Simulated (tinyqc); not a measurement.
# Worked calculation: threshold-voltage variability of a planar MOSFET, analytic estimates

Numbers from tinyqc (`OMP_NUM_THREADS=1 python tinyqc.py 2090084 2090085 out.jsonl`; about 0.01 s on one thread of a shared Intel Xeon 2.30GHz). Printed values are rounded.

Three independent sources add in quadrature: random dopants in the depleted layer, metal-gate grains of two orientations, and roughness of the two gate edges acting through the roll-off VT = VT(long) - Vr exp(-L/l). These are first-order estimates: no three-dimensional electrostatics, no percolation.

Inputs (values chosen for the exercise); material values close to those of silicon: temperature T = 400 K; band gap Eg = 1.12 eV; relative permittivity of the semiconductor eps_r = 11.6; conduction-band density of states at T Nc = 4.22e19 cm^-3; valence-band density of states at T Nv = 4.13e19 cm^-3; channel doping Na = 1.4e18 cm^-3; oxide-equivalent thickness in inversion ti = 1.9 nm; gate length L = 65 nm; gate width W = 290 nm; metal grain size G = 5 nm; work-function difference of the two grain orientations dW = 0.1 eV; share of the orientation of higher work function p = 0.5; rms roughness of one gate edge De = 0.7 nm; correlation length of the roughness La = 20 nm; decay length of the threshold roll-off l = 13 nm; prefactor of the roll-off Vr = 1.2 V; subthreshold factor n = 1.36; gm/I of a matched pair gI = 20 1/V; spread of the gain factor of one device sb = 0.8 %; number of cells Nb = 1048576; wanted yield Y = 0.976.

Constants: q = 1.602176634e-19 C, kB = 1.380649e-23 J/K, Vt = kB T/q, eps0 = 8.8541878128e-14 F/cm where lengths are in cm. Results are converted to the units shown.

## Random dopants

ni = sqrt(Nc Nv) exp(-Eg/(2 Vt)), Eg in volts; Cox = 3.9 eps0/ti; Wd = sqrt(4 eps0 eps_r Vt ln(Na/ni)/(q Na)); dopants: s1 = (q/Cox) sqrt(Na Wd/(3 L W)). The slope A1 = s1 sqrt(L W); mean number of dopants Na L W Wd.

Cox = 1.817439 uF/cm^2
Wd = 28.48405 nm
mean number of dopants = 751.6940
A1 = 1.016377 mV um
s1 = 7.402854 mV

Counting alone, 1/sqrt(N) of the depletion voltage q Na Wd/Cox = 352 mV, would give sqrt(3) times more: dopants deep in the layer act less on the surface.

## Metal grains and edge roughness

Grains: Ng = L W/G^2 (at least 1), s2 = dW sqrt(p (1 - p)/Ng). Edges, with exponential correlation and u = W/La: the mean gate length has sL^2 = 2 De^2 (2/u)[1 - (1 - exp(-u))/u]; s3 = sL (Vr/l) exp(-L/l).

Ng = 754
s2 = 1.820893 mV
sL = 0.3547537 nm
dVT/dL = 0.6219643 mV/nm
s3 = 0.2206441 mV

## Total spread, mismatch and leakage

s = sqrt(s1^2 + s2^2 + s3^2). For a pair: s(dVT) = sqrt(2) s; current mismatch sqrt(2) sqrt((gI s)^2 + sb^2); input offset = current mismatch/gI. For a Gaussian VT the off current is log-normal with mean/median = exp(s^2/(2 (n Vt)^2)).

s = 7.626702 mV
s(dVT) = 10.78579 mV
current mismatch = 21.60122 %
input offset = 10.80061 mV
mean/median of Ioff = 1.013322

The dopants give 94.2 % of the variance; without them s would be 1.83 mV.

## Iteration 1: margin in standard deviations for the wanted yield

k at the start = 4

Cells fail independently with probability Q(k) = erfc(k/sqrt(2))/2 when the margin is k standard deviations, and Y = exp(-Nb Q(k)). phi = exp(-k^2/2)/sqrt(2 pi). Newton steps on ln Q(k) = ln(-ln(Y)/Nb): k(new) = k + [ln Q - ln(-ln(Y)/Nb)] Q/phi.

Q(k) = 3.167124e-5
phi = 1.338302e-4
k after iteration 1 = 5.708730

## Iteration 2: margin in standard deviations for the wanted yield

As before.

Q(k) = 5.691113e-9
phi = 3.343249e-8
k after iteration 2 = 5.469759

## Course of the iteration: margin in standard deviations for the wanted yield

Stop when k changes by less than 1e-9, or after 30 iterations.

Course of the iteration:
```
iteration         k  |change|
1          5.708730      1.71
2          5.469759     0.239
3          5.464834   4.93e-3
4          5.464832   2.09e-6
5          5.464832  3.77e-13
```

Converged in 5 iterations. At the end the number of correct digits about doubles with each step. With s(dVT) = 10.8 mV, 5.46 standard deviations are 58.9 mV.
